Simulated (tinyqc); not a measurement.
Doping from the body effect.

Question. The threshold of a long MOSFET, counted against the source, shifts by gamma (sqrt(2 phiF + Vsb) - sqrt(2 phiF)) with gamma = sqrt(2 eps0 eps_r q N)/Cox. Find 2 phiF, gamma and N from two shifts.

Parameters, values chosen for the exercise:
```
symbol,value,unit,meaning
eps_r,11,,relative permittivity
```

Constants: q = 1.602176634e-19 C, eps0 = 8.8541878128e-14 F/cm where lengths are in cm. Results are converted to the units shown.

|VT - VT(0)| at source-body biases 0.6 and 3.2 V (V): 0.058062102  0.27244325
Cox = 0.43483900 uF/cm^2

Solution. The ratio of the shifts depends on 2 phiF alone and rises steadily with it, so it fixes 2 phiF; either shift then gives gamma, and gamma gives N.

2 phiF = 3.759 V
gamma = 0.3897 V^0.5
N = 9.200e16 cm^-3

tinyqc, about 0.01 s, one thread, Intel Xeon 2.30GHz (shared host): `OMP_NUM_THREADS=1 python tinyqc.py 2060009 2060010 out.jsonl`
